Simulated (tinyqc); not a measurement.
Bandgap voltage reference from two bipolar transistors: one step of the calculation.

Two transistors of area 1 and N carry the same current I. Is(T) = Is (T/T0)^eta exp[(Vg0 q/kB)(1/T0 - 1/T)], VBE1 = Vt ln(I/Is(T)) + I rb, VBE2 = Vt ln(I/(N Is(T))) + I rb/N. The amplifier forces I R1(T) = VBE1 - VBE2 + Vos, with R(T) = R (1 + tc (T - T0)) for both resistors, and the output is Vref = VBE1 + I R2(T). Base currents and the Early effect are neglected.

Task. Resistor for zero slope at T0, ideal case. With tc = 0, Vos = 0 and rb = 0 the current is proportional to T, dVBE/dT = (VBE - Vg0 - (eta - 1) Vt)/T, and Vref has zero slope at T0 when Vref = Vg0 + (eta - 1) Vt0. Find VBE1, its slope, that Vref, R2/R1 and the curvature d2Vref/dT2 = -(eta - 1) kB/(q T0).

Parameters, values chosen for the exercise; values of the order met in silicon bipolar transistors: reference temperature T0 = 298 K; band-gap voltage extrapolated to 0 K Vg0 = 1.152 V; temperature exponent of the saturation current eta = 3.6; saturation current of the unit transistor at T0 Is = 3.3e-17 A; area ratio of the second transistor N = 10; resistor across which the difference of VBE falls, at T0 R1 = 6 kohm.

Constants: q = 1.602176634e-19 C, kB = 1.380649e-23 J/K. Results are converted to the units shown.

Find: VBE1; dVBE/dT; Vref; R2/R1; curvature.

Result.

VBE1 = 0.6785 V
dVBE/dT = -1.813 mV/K
Vref = 1.219 V
R2/R1 = 9.137
curvature = -0.7518 uV/K^2

tinyqc, about 0.02 s, one thread, Intel Xeon 2.30GHz (shared host): `OMP_NUM_THREADS=1 python tinyqc.py 2062087 2062088 out.jsonl`
